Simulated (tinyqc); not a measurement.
Stability and critical current from long pulses.

Inverse problem. For long pulses a magnetic tunnel junction switches at I = Ic0 [1 - ln(tp/t0)/Delta]. Find Ic0 and Delta.

Values chosen for this exercise:

| symbol | value | unit | meaning |
|---|---|---|---|
| t0 | 1 | ns | attempt time |

switching current for pulses of 0.0001 and 1 s (uA): 17.370698  12.789950

Answer. I is linear in ln tp: it equals Ic0 at tp = t0, and the slope is -Ic0/Delta.

Ic0 = 23.1 uA
Delta = 46.4

tinyqc, about 0.01 s, one thread, Intel Xeon 2.30GHz (shared host): `OMP_NUM_THREADS=1 python tinyqc.py 2450040 2450041 out.jsonl`
